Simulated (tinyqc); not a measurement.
# Worked calculation: electron continuity equation in a given potential, Scharfetter-Gummel discretisation

Program tinyqc, `OMP_NUM_THREADS=1 python tinyqc.py 2220006 2220007 out.jsonl`; Intel Xeon 2.30GHz, shared host, one thread, about 0.01 s. Printed values are rounded.

Steady state in one dimension: J = q mu n E + q D dn/dx with E = -dpsi/dx and D = mu Vt, dJ/dx = 0, fixed densities nL and nR at the ends. The potential is given, psi = U (x/L)^2, and is not changed by the electrons.

Values chosen for this exercise; mobility close to that of silicon at room temperature:
- T = 450 K (temperature)
- mu = 1360 cm^2/(V s) (electron mobility)
- L = 7 um (length of the region)
- nL = 3.5e12 cm^-3 (density at x = 0)
- nR = 6.3e13 cm^-3 (density at x = L)
- U = 0.19 V (potential difference psi(L) - psi(0))

Constants: q = 1.602176634e-19 C, kB = 1.380649e-23 J/K, Vt = kB T/q. Results are converted to the units shown.

## Potential on the mesh

12 equal intervals, h = L/12; psi = U (x/L)^2.

psi, node 0 to 12 (V): 0.000000  0.001319  0.005278  0.011875  0.021111  0.032986  0.047500  0.064653  0.084444  0.106875  0.131944  0.159653  0.190000

## Bernoulli factors

d_i = (psi_(i+1) - psi_i)/Vt; B(d) = d/(exp(d) - 1), B(0) = 1. The flux on interval i is J_i = (q D/h) [n_(i+1) B(d_i) - n_i B(-d_i)].

```
interval       d_i    B(d_i)  B(-d_i)
0         0.034026  0.983084  1.01711
1         0.102077  0.949830  1.05191
2         0.170128  0.917347  1.08747
3         0.238179  0.885633  1.12381
4         0.306230  0.854687  1.16092
5         0.374282  0.824506  1.19879
6         0.442333  0.795086  1.23742
7         0.510384  0.766422  1.27681
8         0.578435  0.738510  1.31695
9         0.646486  0.711345  1.35783
10        0.714537  0.684921  1.39946
11        0.782589  0.659229  1.44182
```

The largest |d_i| is 0.783, below 2, so central differences would also keep densities positive.

## Tridiagonal system for the inner nodes

Row i (1 to 11): B(-d_(i-1)) n_(i-1) + b_i n_i + B(d_i) n_(i+1) = f_i with b_i = -B(-d_i) - B(d_(i-1)) and f_i = 0; the known end values are moved to the right: f_1 loses B(-d_0) nL and f_11 loses B(d_11) nR. h = L/12, D = mu Vt.

```
node  diagonal b  right side f (cm^-3)
1       -2.03499           -3.55988e12
2       -2.03730                     0
3       -2.04116                     0
4       -2.04655                     0
5       -2.05347                     0
6       -2.06192                     0
7       -2.07189                     0
8       -2.08337                     0
9       -2.09634                     0
10      -2.11080                     0
11      -2.12674           -4.15314e13
```

## Densities and current

B(d_i) and B(-d_i) are the Bernoulli factors of the potential steps, b and f the diagonal and right side. Solve B(-d_(i-1)) n_(i-1) + b_i n_i + B(d_i) n_(i+1) = f_i (end values already in f), then J_i = (q D/h) [n_(i+1) B(d_i) - n_i B(-d_i)], h = L/12, D = mu Vt.

n, node 0 to 12 (cm^-3): 3.5e12  2.97469e12  2.62530e12  2.41940e12  2.35249e12  2.45182e12  2.79403e12  3.54914e12  5.08343e12  8.20448e12  1.47675e13  2.92457e13  6.3e13
J, interval 0 to 11 (A/cm^2): -0.0920538  -0.0920538  -0.0920538  -0.0920538  -0.0920538  -0.0920538  -0.0920538  -0.0920538  -0.0920538  -0.0920538  -0.0920538  -0.0920538

Without sources J is the same on every interval. Against a mesh 200 times finer the densities are off by at most 8.4e-4 % of their local values.

## Three discretisations compared

12 equal intervals. Fluxes J_i = (q D/h)(n_(i+1) P_i - n_i Q_i), d_i = (psi_(i+1) - psi_i)/Vt: Scharfetter-Gummel P = B(d), Q = B(-d), B(d) = d/(exp(d) - 1); central P = 1 - d/2, Q = 1 + d/2; upwind P = 1 + max(-d, 0), Q = 1 + max(d, 0). Balance at each inner node: J_i - J_(i-1) = 0. The reference is Scharfetter-Gummel on 2400 intervals.

Densities (cm^-3):
```
node  Scharfetter-Gummel   central    upwind  reference
0               3.500e12  3.500e12  3.500e12   3.500e12
1               2.975e12  2.962e12  3.125e12   2.975e12
2               2.625e12  2.598e12  2.951e12   2.625e12
3               2.419e12  2.373e12  2.959e12   2.419e12
4               2.352e12  2.280e12  3.171e12   2.352e12
5               2.452e12  2.339e12  3.648e12   2.452e12
6               2.794e12  2.619e12  4.520e12   2.794e12
7               3.549e12  3.275e12  6.025e12   3.549e12
8               5.083e12  4.650e12  8.607e12   5.083e12
9               8.204e12  7.522e12  1.309e13   8.204e12
10              1.477e13  1.375e13  2.106e13   1.477e13
11              2.925e13  2.803e13  3.562e13   2.925e13
12              6.300e13  6.300e13  6.300e13   6.300e13
```

Largest errors as a share of the largest reference density listed: Scharfetter-Gummel 4.9e-5 %, central 1.9 %, upwind 10 %. The largest |d| is 0.783. Upwinding stays positive but acts as if D were larger by the factor 1 + |d|/2, up to 1.39 here.
